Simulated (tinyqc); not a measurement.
# Worked calculation: one electron in a tunnel-coupled double dot: charge qubit, sensing and quantum capacitance

tinyqc, about 0.01 s, one thread, Intel Xeon 2.30GHz (shared host): `OMP_NUM_THREADS=1 python tinyqc.py 2470126 2470127 out.jsonl` Printed values are rounded.

Basis (left, right), H = [[ep/2, tc], [tc, -ep/2]], splitting Om = sqrt(ep^2 + 4 tc^2), ep = al times the gate voltage. In equilibrium the electron is on the right with the chance P_R = [1 + (ep/Om) tanh(Om/2 kB T)]/2.

Values chosen for this exercise: tunnel coupling tc = 3.2 ueV; electron temperature T = 0.28 K; lever arm of the gate on the detuning al = 0.28 eV/V; parasitic capacitance of the resonator Cp = 0.54 pF; resonator frequency f0 = 501 MHz; loaded quality factor Q = 138; deviation of quasi-static detuning noise se = 0.71 ueV; detuning ep = 2.4 ueV.

Constants: q = 1.602176634e-19 C, kB = 1.380649e-23 J/K, hbar = 1.054571817e-34 J s, h = 6.62607015e-34 J s, Vt = kB T/q. Results are converted to the units shown.

## Splitting and occupation

Also the frequency Om/h, the mixing angle arctan2(2 tc, ep) and the weight of the right dot in the ground state, (1 + ep/Om)/2.

Om = 6.83520 ueV
Om/h = 1.65274 GHz
mixing angle = 69.4440 degree
ground-state weight = 0.675562
kB T = 24.1285 ueV
P_R = 0.524702

## Capacitance seen by a resonator

q^2 al^2 dP_R/d(ep) splits into Cq = q^2 al^2 (2 tc^2/Om^3) tanh(Om/2 kB T) and Ct = q^2 al^2 (ep/Om)^2/(4 kB T cosh^2(Om/2 kB T)); Ct appears only if relaxation is faster than the drive. A resonator of frequency f0, capacitance Cp and quality factor Q shifts by df = -f0 Cq/(2 Cp) and its phase by -2 Q Cq/Cp.

Cq = 113.345 aF
Ct = 15.7279 aF
df = -52.5794 kHz
phase shift = -3319.25 millidegree

## Dephasing by charge noise

Noise in ep shifts Om by (ep/Om) d + (2 tc^2/Om^3) d^2. For Gaussian d of deviation se the spread of Om is sqrt[(ep se/Om)^2 + 2 (2 tc^2 se^2/Om^3)^2], and T2* is estimated as sqrt(2) hbar/spread; Om T2*/h counts the oscillations within T2*.

first-order spread = 0.249298 ueV
second-order spread = 0.0457201 ueV
T2* = 3.67265 ns
oscillations within T2* = 6.06995

At ep = 0 the first-order term vanishes and T2* would be 16.7 ns.
